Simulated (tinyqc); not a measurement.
Decay of LO phonons and the hot-phonon bottleneck in the cooling of electrons: one step, computed by the program tinyqc. Command: `OMP_NUM_THREADS=1 python tinyqc.py 3008133 3008134 out.jsonl hotphonon walk`. One thread of a shared host (Intel(R) Xeon(R) Processor @ 2.30GHz), about 0.01 s of CPU time with the checks.

n(E, T) = 1/(exp(E/(k_B T)) - 1) is the Bose occupation. Electrons have a temperature T_e; the LO modes within their reach share one occupation N; the decay products stay at the lattice temperature.

Problem. Electron and phonon temperatures in closed form. Net emission per electron: [(N + 1) x - N]/tau_sp with x = exp(-hbar omega/(k_B T_e)), a simple two-level balance; steady state of the modes: n [(N + 1) x - N]/tau_sp = N_m (N - N_0)/tau; power per electron P = hbar omega [(N + 1) x - N]/tau_sp. With p = P tau_sp/(hbar omega): N = N_0 + r p and x = (p + N)/(N + 1); without hot phonons N = N_0. The mode temperature T_LO solves n(hbar omega, T_LO) = N.

Inputs (values chosen for the exercise, modelled on gallium oxide): LO energy hbar omega = 42.8 meV; lattice temperature T = 77 K; power supplied per electron P = 0.29 nW.

Decay channel: two equal phonons plus a three-phonon channel.

emission time tau_sp = 4.674134 fs

equilibrium LO occupation N_0 = 0.001582543

bottleneck ratio r = 3.238034

Constants: e = 1.602176634e-19 C; k_B = 8.617333262e-05 eV/K.

Give: reduced power p; LO occupation N; electron temperature T_e; T_e without hot phonons; mode temperature T_LO.

Solution.

reduced power p = 1.977e-04

LO occupation N = 0.002223

electron temperature T_e = 82.42 K

T_e without hot phonons = 78.43 K

mode temperature T_LO = 81.27 K

Caution: alpha is above 1/2, so hbar/tau_sp exceeds hbar omega and the emission time, a weak-coupling result, is only rough.
